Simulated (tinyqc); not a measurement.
Six-band Luttinger-Kohn model with strain: one step. Levels and their make-up. Two cases, with inputs chosen for the exercise.

Problem. Diagonalise H. The weights add +m and -m and are averaged over each pair; m is taken along z.

Give: levels from the top, each twofold; weights.

Case 1.

H(k) (eV), lower triangle (Hermitian):
```
                     3/2,3/2             3/2,1/2   3/2,-1/2             3/2,-3/2    1/2,1/2
3/2,3/2            -0.100157
3/2,1/2                    0           -0.054735
3/2,-1/2  0.028998-0.052721i                   0  -0.054735
3/2,-3/2                   0  0.028998-0.052721i          0            -0.100157
1/2,1/2                    0            0.032119          0  -0.041009-0.074559i  -0.120446
1/2,-1/2  0.041009-0.074559i                   0  -0.032119                    0          0

           1/2,-1/2
1/2,-1/2  -0.120446
```

Solution.

levels from the top, each twofold (eV): -0.0049  -0.0494  -0.2210

weights:
```
               top  second  third
|3/2,+-3/2>  0.491   0.086  0.423
|3/2,+-1/2>  0.391   0.476  0.133
|1/2,+-1/2>  0.117   0.439  0.444
```

The top pair is 49 % |3/2,+-3/2>, the second pair is 48 % |3/2,+-1/2> and the third pair is 44 % |1/2,+-1/2>.

Case 2.

H(k) (eV), lower triangle (Hermitian):
```
             3/2,3/2     3/2,1/2   3/2,-1/2    3/2,-3/2    1/2,1/2   1/2,-1/2
3/2,3/2     0.027770
3/2,1/2            0   -0.042089
3/2,-1/2  -0.035629i           0  -0.042089
3/2,-3/2           0  -0.035629i          0    0.027770
1/2,1/2            0   -0.049398          0  -0.050387i  -0.824159
1/2,-1/2  -0.050387i           0   0.049398           0          0  -0.824159
```

Solution.

levels from the top, each twofold (eV): 0.0477  -0.0562  -0.8300

weights:
```
               top  second  third
|3/2,+-3/2>  0.832   0.165  0.003
|3/2,+-1/2>  0.163   0.834  0.004
|1/2,+-1/2>  0.006   0.001  0.993
```

The top pair is 83 % |3/2,+-3/2>, the second pair is 83 % |3/2,+-1/2> and the third pair is 99 % |1/2,+-1/2>.

Computed by tinyqc, one run a case: `OMP_NUM_THREADS=1 python tinyqc.py N N+1 out.jsonl` with N = 1080774, 1080793; one thread of a shared Intel(R) Xeon(R) Processor @ 2.30GHz, about 0.07 s a run at most.
